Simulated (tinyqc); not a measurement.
Extended Hueckel theory, for H6, step by step. One step of it, computed by the program tinyqc.

Question. Mulliken analysis. P = C n C^T; charge = valence electrons (H 1) minus the sum of (P S)_ii on the atom; overlap population = 2 sum P_ij S_ij between two atoms.

coefficients:
```
            MO1        MO2        MO3        MO4        MO5        MO6
1H 1s  0.187542   0.367926   0.482595  -0.652334  -0.716706  -0.478150
2H 1s  0.277659   0.386567   0.202047   0.412303   0.932353   0.879770
3H 1s  0.340572   0.140075  -0.431121   0.575863  -0.366227  -1.172871
4H 1s  0.340752  -0.139918  -0.430706  -0.575706  -0.364437   1.174339
5H 1s  0.278094  -0.386002   0.202257  -0.412398   0.930854  -0.882411
6H 1s  0.187854  -0.367408   0.483022   0.652610  -0.715549   0.479516
```

occupations: 2.000000  2.000000  2.000000  0.000000  0.000000  0.000000

overlap S:
```
          1H 1s     2H 1s     3H 1s     4H 1s     5H 1s     6H 1s
1H 1s  1.000000  0.579898  0.143166  0.033738  0.005070  0.000865
2H 1s  0.579898  1.000000  0.482585  0.143166  0.025432  0.005070
3H 1s  0.143166  0.482585  1.000000  0.579898  0.143401  0.033800
4H 1s  0.033738  0.143166  0.579898  1.000000  0.483192  0.143401
5H 1s  0.005070  0.025432  0.143401  0.483192  1.000000  0.579898
6H 1s  0.000865  0.005070  0.033800  0.143401  0.579898  1.000000
```

Give: charges; Overlap populations.

Answer.

charges: 1H -0.1059, 2H 0.0822, 3H 0.0235, 4H 0.0239, 5H 0.0824, 6H -0.1061

Overlap populations:
```
pair      value
2-1    0.676875
3-1   -0.053056
3-2    0.118918
4-1   -0.026374
4-2   -0.026627
4-3    0.654444
5-1    0.000157
5-2   -0.003167
5-3   -0.026705
5-4    0.119167
6-1    0.000461
6-2    0.000157
6-3   -0.026462
6-4   -0.053128
6-5    0.676755
```
